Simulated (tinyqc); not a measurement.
Worked calculation: effective mass of the light-hole band from tabulated energies. Values are carried at full precision from step to step, so a last printed digit may differ when a step is redone from the rounded ones.

c = hbar^2/2m0.
Constants: hbar^2/2m0 = 3.80998211 eV angstrom^2; kB = 8.617333262e-05 eV/K.

Values chosen for the exercise (out of a larger set: band of an eight-band Kane model near CdTe; not measured data): T = 300 K (temperature).

## Finite differences

Energies along [110], from the band edge downward:
```
k (1/angstrom)   E (meV)
0.00000           0.0000
0.01100           4.2042
0.02200          16.6274
0.03300          36.7291
0.04400          63.6882
0.05500          96.4977
0.06600         134.0585
0.07700         175.2600
0.08800         219.0413
```

reference mass (curvature of the model at k = 0.0001 1/angstrom) = 0.10924 m0

The band is even in k. m = c k^2/E(k) from the points 1, 2, 4 (k = 0 is point 0); Richardson from points 1 and 2: c/m = [16 E(k1) - E(k2)]/(12 k1^2).

m from points 1, 2, 4 (m0): 0.10965  0.11090  0.11582

m by Richardson = 0.10924 m0

Errors against the reference: +0.38, +1.52 and +6.02 % and +0.01 %. The extrapolation removes the k^4 term.

## Least squares over all points

Fit E = a k^2 (a = sum k^2 E/sum k^4), then E = a k^2 + b k^4 from the normal equations; E in eV; m = c/a.

sums of k^4, k^6, k^8: 0.00012843  7.9182e-07  5.2914e-09

sums of k^2 E, k^4 E: 0.0037831  2.3010e-05

a, one term = 29.456 eV angstrom^2

a and b, two terms: 34.19  -768.0

m, one and two terms (m0): 0.12934  0.11143

The parabola over all points errs by +18.4 % because the weights k^4 favour the outer points; the second term brings the error to +2.0 %.

## The non-parabolic form

E (1 + alpha E) = c k^2/m means that y = c k^2/E is a straight line in E with intercept m and slope m alpha. Fit the line by unweighted least squares over points 1 to 8, E in eV.

y (m0): 0.10965  0.11090  0.11296  0.11582  0.11943  0.12380  0.12889  0.13470

m = 0.10873 m0
alpha = 1.064 1/eV

The intercept errs by -0.47 %. For this band the scale of alpha is set by Dso = 0.898 eV as well as by the gap.

## Which mass for which use

From the fitted m and alpha: momentum mass at energy E, m (1 + 2 alpha E); curvature mass m (1 + 2 alpha E)^3; thermal factors to first order in alpha kT: density of states Nc (1 + 15 alpha kT/4), conductivity mass m (1 + 5 alpha kT). Take E = 3 kT/2.

alpha kT = 0.0275
momentum mass = 0.11770 m0
curvature mass = 0.13793 m0
factor on Nc = 1.1032
thermal conductivity mass = 0.12369 m0

alpha kT is small, so first order serves. For a warped valence band one direction does not stand for the whole band.

## Checks

- Two-term fit by normal equations against a least-squares routine: both 34.1912.

Computed by tinyqc, a small Python program: `OMP_NUM_THREADS=1 python tinyqc.py 1850901 1850902 out.jsonl` (the numbers bound the seed that draws the inputs); one thread of a shared host (Intel(R) Xeon(R) Processor @ 2.30GHz), about 0.01 s for the whole set of steps.
